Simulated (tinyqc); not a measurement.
Inside a calculation. Model: configuration-coordinate model of a defect: Huang-Rhys factor and luminescence line shape. Computed by tinyqc, a small Python program that keeps every step. Command: `OMP_NUM_THREADS=1 python tinyqc.py 3009077 3009078 out.jsonl ccline walk`. One thread of a shared host (Intel(R) Xeon(R) Processor @ 2.30GHz), about 0.01 s of CPU time with the checks. Intermediate numbers are printed to about 5 digits and carried at full precision; extremes and crossings named in words are read from the listed rows.

Ground state E_g(Q) = (1/2) omega_g^2 Q^2; excited state E_e(Q) = E_0 + (1/2) omega_e^2 (Q - dQ)^2 with omega_e = omega_g and E_0 = E_ZPL. Q is mass-weighted; the dipole does not depend on Q (Condon approximation).

Inputs (values chosen for the exercise, for a model defect in a wide-gap host):

| quantity | value | unit |
|---|---|---|
| zero-phonon energy E_ZPL | 3.5 | eV |
| displacement dQ | 0.786 | u^(1/2) angstrom |
| ground-state phonon hbar omega_g | 27.5 | meV |
| temperature T | 500 | K |
| refractive index n_r | 1.86 | - |
| transition dipole mu | 0.99 | e angstrom |
| quenching prefactor nu_0 | 7e+12 | 1/s |

Modes: equal frequencies in both states.

Constants: hbar^2/u = 4.18015928e-03 eV angstrom^2; k_B = 8.617333262e-05 eV/K; hbar = 6.582119569e-16 eV s; e = 1.602176634e-19 C; eps_0 = 8.8541878128e-12 F/m; hbar = 1.054571817e-34 J s; c = 299792458 m/s.

## Huang-Rhys factors and vertical energies

S = hbar omega dQ^2/(2 hbar^2/u) for each state; relaxation energy S hbar omega; absorption at E_0 + S_e hbar omega_e, emission at E_0 - S_g hbar omega_g; the Stokes shift is their difference.

S_g = 2.0321

S_e = 2.0321

relaxation energy, ground state = 0.055884 eV

relaxation energy, excited state = 0.055884 eV

vertical absorption energy = 3.5559 eV

vertical emission energy = 3.4441 eV

Stokes shift = 0.11177 eV

The coupling is intermediate: phonon replicas can be resolved beside the zero-phonon line.

## Emission lines at zero temperature

From the lowest excited level the line to ground level n lies at E_ZPL - n hbar omega_g with Franck-Condon weight exp(-S) S^n/n!; the emitted intensity carries a further factor E^3. S = S_g; up to eleven lines, of positive energy only, from n = max(0, integer part of S - 5).

Lines:

| n | energy (eV) | weight | intensity / largest |
|---|---|---|---|
| 0 | 3.5000 | 1.3105e-01 | 5.0387e-01 |
| 1 | 3.4725 | 2.6632e-01 | 1.0000e+00 |
| 2 | 3.4450 | 2.7060e-01 | 9.9212e-01 |
| 3 | 3.4175 | 1.8330e-01 | 6.5608e-01 |
| 4 | 3.3900 | 9.3123e-02 | 3.2533e-01 |
| 5 | 3.3625 | 3.7848e-02 | 1.2903e-01 |
| 6 | 3.3350 | 1.2819e-02 | 4.2639e-02 |
| 7 | 3.3075 | 3.7214e-03 | 1.2075e-02 |
| 8 | 3.2800 | 9.4530e-04 | 2.9913e-03 |
| 9 | 3.2525 | 2.1344e-04 | 6.5857e-04 |
| 10 | 3.2250 | 4.3375e-05 | 1.3046e-04 |

The weight peaks at n = 2 and the intensity at n = 1.

## Band at temperature T

Overlaps <m_e|n_g> of harmonic-oscillator functions (Hermite recursion, positive leading coefficients) by a sum over an even grid (700 points from x = -9 to 9 + d for the small table, 1500 points from -16 to 16 + d for the thermal sums), with x = Q sqrt(omega_g/hbar), d = sqrt(2 S_g) and frequency ratio omega_e/omega_g. Initial levels m = 0..24 carry Boltzmann weights exp(-m hbar omega_e/k_B T), normalised; final levels n = 0..79; a line lies at E_ZPL + m hbar omega_e - n hbar omega_g with weight w_m <m|n>^2. Moments are taken over these weights without the E^3 factor; FWHM = 2 sqrt(2 ln 2) x standard deviation; the zero-phonon weight is the sum of w_m <m|m>^2.

mean emission energy = 3.4441 eV

FWHM from the second moment = 0.16615 eV

zero-phonon weight = 0.11816

skewness = -0.12033

Caution: for small S the spectrum is a set of resolved lines, and a Gaussian width has little meaning.

## Crossing, radiative lifetime and thermal quenching

The curves cross at the root Q_c nearest dQ; the barrier is (1/2) omega_e^2 (Q_c - dQ)^2, with (1/2) omega^2 = (hbar omega)^2/(2 hbar^2/u). k_r = n_r omega^3 mu^2/(3 pi eps_0 hbar c^3) at the vertical emission energy, without local-field correction; k_nr = nu_0 exp(-barrier/k_B T) (Mott-Seitz); yield = k_r/(k_r + k_nr); T_1/2 = barrier/(k_B ln(nu_0/k_r)).

Q_c = 25.006 u^(1/2) angstrom

classical barrier = 53.065 eV

radiative lifetime = 3.5369 ns

luminescence yield = 1

quenching temperature T_1/2 = 60868 K

The barrier is so high that this route does not halve the yield below 1000 K. Caution: the curves cross far outside the range of the harmonic model, so the barrier and T_1/2 have no quantitative meaning.

## Width and zero-phonon weight against temperature

For comparison: FWHM(0) sqrt(coth(hbar omega_e/2 k_B T)) with FWHM(0) from the first row, and exp(-S_g coth(hbar omega_e/2 k_B T)).

Against temperature:

| T (K) | mean energy (eV) | FWHM (eV) | coth law (eV) | zero-phonon weight | exp(-S coth) |
|---|---|---|---|---|---|
| 16 | 3.4441 | 0.09231 | 0.09231 | 0.13105 | 0.13105 |
| 48 | 3.4441 | 0.09243 | 0.09243 | 0.13107 | 0.13036 |
| 96 | 3.4441 | 0.09570 | 0.09570 | 0.13135 | 0.11260 |
| 160 | 3.4441 | 0.10586 | 0.10586 | 0.13176 | 0.06909 |
| 260 | 3.4441 | 0.12485 | 0.12485 | 0.12999 | 0.02431 |
| 380 | 3.4441 | 0.14654 | 0.14654 | 0.12459 | 0.00597 |
| 540 | 3.4441 | 0.17226 | 0.17226 | 0.11604 | 0.00084 |

The width grows by a factor 1.87, flat while k_B T is well below hbar omega and as sqrt(T) above; for equal frequencies the coth law is exact. The mean energy stays fixed, as it must for equal frequencies. The zero-phonon weight goes from 0.131 to 0.116; the single exponential assumes equal frequencies, leaves out lines that absorb and emit the same number of phonons, and falls to 8.45e-4.

Checks made by the program: grid overlaps at equal frequencies against the Poisson weights (relative difference below 1e-10); width at T against the coth law (relative difference 9e-07).
